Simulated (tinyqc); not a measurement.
Wafer bonding and layer transfer: bond energy, gap closing, particles, bonding of dissimilar wafers and hydrogen blisters: one step, computed by the program tinyqc. Command: `OMP_NUM_THREADS=1 python tinyqc.py 3027846 3027847 out.jsonl bond walk`. One thread of a shared host (Intel(R) Xeon(R) Processor @ 2.30GHz), about 0.01 s of CPU time with the checks.

gamma is the energy per area of each of the two surfaces; plates are isotropic, and both wafers have E1 and t1.

Question. Bond energy from the blade test. Two cantilevers opened by t_b: gamma = 3 t_b^2 E1 t1^3 E2 t2^3/(16 L^4 (E1 t1^3 + E2 t2^3)).

Inputs (values chosen for the exercise, for model wafers):

| quantity | value | unit |
|---|---|---|
| Young's modulus E1 | 163 | GPa |
| thickness t1 | 775 | micrometre |
| blade thickness t_b | 100 | micrometre |
| crack length L | 14.3 | mm |

Pair: two equal wafers.

Give: bond energy gamma.

Answer.

bond energy gamma = 1.701 J/m^2

An error of 5 % in L changes gamma by about 20 %. This nears the fracture energy of the bulk.
